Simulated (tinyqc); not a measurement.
Inside a calculation: Gamma, L and X subbands of a thin body with non-parabolic valleys. Values are carried at full precision from step to step, so a last printed digit may differ when a step is redone from the rounded ones.

Hard walls, flat band, c = hbar^2/2m0, energies from the bulk Gamma edge. For a valley at angle theta to the normal 1/m_z = cos^2/ml + sin^2/mt and m_d = sqrt(ml mt^2/m_z). Subband n starts at E_v + e with e (1 + a e) = c (n pi/t)^2/m_z, and its density-of-states mass is taken as m_d (1 + 2 a e), without further growth at higher in-plane energy. Groups are named by valley and degeneracy.

Constants: hbar^2/2m0 = 3.80998211 eV angstrom^2; kB = 8.617333262e-05 eV/K.

Values chosen for the exercise (near those of a thin GaSb channel; the results hold for these values, not for the real material): face = 110 (surface); mG = 0.0392 m0 (Gamma mass); aG = 1.14 1/eV (Gamma non-parabolicity); EL = 0.053 eV (L edge above Gamma); mL = (1.276, 0.098) m0 (L valleys (four, along <111>): ml, mt); EX = 0.315 eV (X edge above Gamma); mX = (1.493, 0.215) m0 (X valleys (three, along <100>): ml, mt); aS = 0.69 1/eV (non-parabolicity of L and X); t = 50 angstrom (body thickness); Ns = 2.4 x 1e12/cm^2 (sheet density); T = 300 K (temperature); eot = 13 angstrom (equivalent oxide thickness).

## Valley groups

List degeneracy, edge, m_z, m_d and a.

Groups:

| group | g | E_v (eV) | m_z | m_d | a (1/eV) |
|---|---|---|---|---|---|
| G1 | 1 | 0.000 | 0.0392 | 0.0392 | 1.14 |
| L2 | 2 | 0.053 | 0.2549 | 0.2193 | 0.69 |
| L2' | 2 | 0.053 | 0.0980 | 0.3536 | 0.69 |
| X2 | 2 | 0.315 | 0.3759 | 0.4285 | 0.69 |
| X1 | 1 | 0.315 | 0.2150 | 0.5666 | 0.69 |

## Subband edges

n = 1 to 8 for each group; list the ten lowest.

Subbands:

| subband | g | E (eV) | DOS mass |
|---|---|---|---|
| L2 n=1 | 2 | 0.1098 | 0.2365 |
| L2' n=1 | 2 | 0.1930 | 0.4219 |
| L2 n=2 | 2 | 0.2596 | 0.2818 |
| G1 n=1 | 1 | 0.2887 | 0.0650 |
| X2 n=1 | 2 | 0.3540 | 0.4515 |
| X1 n=1 | 1 | 0.3819 | 0.6188 |
| X2 n=2 | 2 | 0.4605 | 0.5145 |
| L2 n=3 | 2 | 0.4663 | 0.3444 |
| L2' n=2 | 2 | 0.5178 | 0.5805 |
| X1 n=2 | 1 | 0.5551 | 0.7543 |

The lowest subband is L2 n=1, 83 meV below L2' n=1; in the bulk the lowest valley is Gamma.

## Filling and quantum capacitance

n_i = g m/(2 pi c) kB T ln(1 + exp((EF - E_i)/kB T)), sum n_i = Ns (1e12/cm^2 = 1e-4/angstrom^2), c = hbar^2/2m0. Quantum capacitance Cq = 1602.176634 sum g m/(2 pi c) f_i in microfarad/cm^2 with f_i = 1/(1 + exp((E_i - EF)/kB T)); Cox = 34.5313/eot (one gate); C/Cox = Cq/(Cq + Cox), the centroid term left out.

Over the ten listed subbands, named by valley (G, L, X), degeneracy and number.

EF = 0.0937 eV

n_i in the order of the list (1e12/cm^2): 2.195  0.194  0.010  0.000  0.000  0.000  0.000  0.000  0.000  0.000

Cq = 12.32 microfarad/cm^2
Cox = 2.656 microfarad/cm^2
C/Cox = 0.823

EF lies 16 meV below the lowest edge; Gamma holds 0 % of the electrons. The density of states is ample: only 18 % of the gate capacitance is lost.

## Checks

- Cq against the slope dNs/dEF by finite differences, microfarad/cm^2: both 12.32.

Computed by tinyqc, a small Python program: `OMP_NUM_THREADS=1 python tinyqc.py 1251662 1251663 out.jsonl` (the numbers bound the seed that draws the inputs); one thread of a shared host (Intel(R) Xeon(R) Processor @ 2.30GHz), about 0.03 s for the whole set of steps.
